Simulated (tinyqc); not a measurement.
Mobility of a non-polar semiconductor in the relaxation-time approximation: one step, computed by the program tinyqc.

Each valley is treated as a sphere of mass m_d for states and rates, with one isotropic relaxation time; the conductivity mass m_c sets the current.

Question. Rates at a few energies. Parabolic band: E = hbar^2 k^2/(2 m), speed v = hbar k/m, states per spin, volume and energy g(E) = m k/(2 pi^2 hbar^2). Here m = m_d. Masses are multiplied by m_0 and all formulas are in SI units. Phonon occupation N_q = 1/(exp(hbar w/(k_B T)) - 1). Acoustic deformation potential (elastic, equipartition, absorption and emission together): 1/tau = 2 pi k_B T D_A^2 g(E)/(hbar rho v_l^2). Optical or intervalley deformation potential: 1/tau = (pi Z_f D_o^2/(rho w)) [N_q g(E + hbar w) + (N_q + 1) g(E - hbar w)], with g = 0 below the band edge. Each optical term is multiplied by (1 - f(E'))/(1 - f(E)), E' the final energy, for Pauli blocking. Singly charged impurities, momentum relaxation: 1/tau = N_I e^4 m (1 + 2 alpha E) Phi/(8 pi (eps_s eps_0)^2 hbar^3 k^3), with alpha = 0 for a parabolic band. Brooks-Herring: Phi = ln(1 + b) - b/(1 + b), b = 4 k^2 L_s^2. Neutral impurities (Erginsoy): 1/tau = 20 N_n a_B hbar/m, a_B = 4 pi eps_s eps_0 hbar^2/(m e^2).

Inputs (values chosen for the exercise, modelled on electrons in silicon):
```
quantity                                          value       unit
static permittivity eps_s                          11.7          -
density rho                                        2329     kg/m^3
sound velocity v_l                                 9070        m/s
acoustic deformation potential D_A                  9.9         eV
phonon energy hbar w                               60.2        meV
optical or intervalley deformation potential D_o    4.6  1e8 eV/cm
final valleys Z_f                                     5          -
temperature T                                       300          K
neutral impurity density N_n                      4e+16     1/cm^3
```

Band: parabolic. Impurity formula: Brooks-Herring. Further scattering: neutral impurities.

reduced Fermi level eta = -10.53362

density-of-states mass m_d = 0.3241937 m_0

ionised impurity density N_I = 7.40e+14 1/cm^3

screening length L_s = 150.2953 nm

Constants: k_B = 8.617333262e-05 eV/K; k_B = 1.380649e-23 J/K; e = 1.602176634e-19 C; hbar = 1.054571817e-34 J s; m_0 = 9.1093837015e-31 kg; hbar = 6.582119569e-16 eV s; eps_0 = 8.8541878128e-12 F/m.

Give: Rates (1e12/s) at E = (max(eta, 0) + 0.5, 1, 2, 4) k_B T.

Answer.

Rates (1e12/s) at E = (max(eta, 0) + 0.5, 1, 2, 4) k_B T:
```
E (meV)  acoustic  optical  ionised impurity  neutral impurity
12.93      1.4458   0.4588           0.10239           0.54558
25.85      2.0446   0.4977           0.03926           0.54558
51.70      2.8915   0.5676           0.01496           0.54558
103.41     4.0893   4.3063           0.00567           0.54558
```
